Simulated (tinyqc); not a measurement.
# Worked calculation: p-type polysilicon, carrier trapping at grain boundaries

Numbers from tinyqc (`OMP_NUM_THREADS=1 python tinyqc.py 2830058 2830059 out.jsonl`; about 0.01 s on one thread of a shared Intel Xeon 2.30GHz). Printed values are rounded.

One-dimensional grains of size Lg, uniform ionised doping N, monovalent traps Qt at each boundary at a depth Et below (for electrons) or above (for holes) the band edge there, abrupt depletion of width W on each side of a boundary, Boltzmann statistics. xi is the distance from the band edge at the grain centre to the Fermi level. Trapped charge Qt/(1 + exp((xi + VB - Et)/Vt)) = 2 N W, barrier VB = q N W^2/(2 eps0 eps_r).

Parameters, values chosen for the exercise; values of the order met in polycrystalline silicon: temperature T = 300 K; relative permittivity eps_r = 11.7; valence-band density of states at T NB = 2.65e19 cm^-3; grain size Lg = 230 nm; trap density of a grain boundary Qt = 2.8e12 cm^-2; depth of the trap level from the majority band edge at the boundary Et = 0.41 eV; mass for thermionic emission ms = 0.43 m0; correction factor of the emission rate fe = 0.12; mobility inside the grains mug = 53 cm^2/(V s); doping N = 6.9e17 cm^-3.

Constants: q = 1.602176634e-19 C, kB = 1.380649e-23 J/K, m0 = 9.1093837015e-31 kg, Vt = kB T/q, eps0 = 8.8541878128e-14 F/cm where lengths are in cm. Results are converted to the units shown.

## Starting value

W = 12 nm.

W at the start = 12 nm

## Iteration 1: new W

Partly depleted grain, xi = Vt ln(NB/N): f = 1/(1 + exp((xi + VB - Et)/Vt)), g = Qt f - 2 N W, g' = -2 Qt f (1 - f) VB/(W Vt) - 2 N, W(new) = W - g/g'.

VB = 0.0768347 V
f = 0.999903
g = 1.14373e12 cm^-2
g' = -1.38135e11 cm^-2/nm
W after iteration 1 = 20.2798 nm

## Iteration 2: new W

As before.

VB = 0.219443 V
f = 0.976405
g = -6.46777e10 cm^-2
g' = -1.92000e11 cm^-2/nm
W after iteration 2 = 19.9429 nm

## Course of the iteration

Stop when the step is below 1e-10 nm, or after 40 iterations.

Course of the iteration:
```
iteration  W before the step (nm)  step (nm)
1                              12       8.28
2                         20.2798     -0.337
3                         19.9429    -0.0132
4                         19.9297   -1.68e-5
5                         19.9297  -2.67e-11
```

Converged in 5 iterations.

## Depletion width, Fermi level and barrier

If the trap equation with xi = Vt ln(NB/N) has a root W < Lg/2, the grain is partly depleted; otherwise W = Lg/2 and the trap equation gives xi = Et - VB + Vt ln(Qt/(N Lg) - 1). N* = Qt/Lg.

N* = 1.21739e17 cm^-3
W = 19.9297 nm
xi = 0.0943135 V
VB = 0.211932 V
share of traps filled = 0.982249

N is 5.67 N*, and the grain is partly depleted; VB = 8.20 Vt.

## Resistivity and effective mobility

n0 = NB exp(-xi/Vt); mean density n0 (1 - 2 W/Lg) by charge balance in a partly depleted grain, and n0 (sqrt(pi)/2) erf(u)/u with u = sqrt(VB/Vt) in a fully depleted one; v = sqrt(kB T/(2 pi ms m0)); barrier resistivity Vt exp(VB/Vt)/(q fe n0 v Lg); grain resistivity (1 - 2 W/Lg)/(q n0 mug); effective mobility 1/(q mean density total resistivity).

n0 = 6.9e17 cm^-3
mean density = 5.70422e17 cm^-3
v = 4.10236e6 cm/s
barrier resistivity = 75.0394 ohm cm
grain resistivity = 0.141095 ohm cm
resistivity = 75.1805 ohm cm
effective mobility = 0.145542 cm^2/(V s)

The resistivity is 440 times that of a single crystal with the same N and mobility mug, and the mean density is 82.7 % of N.
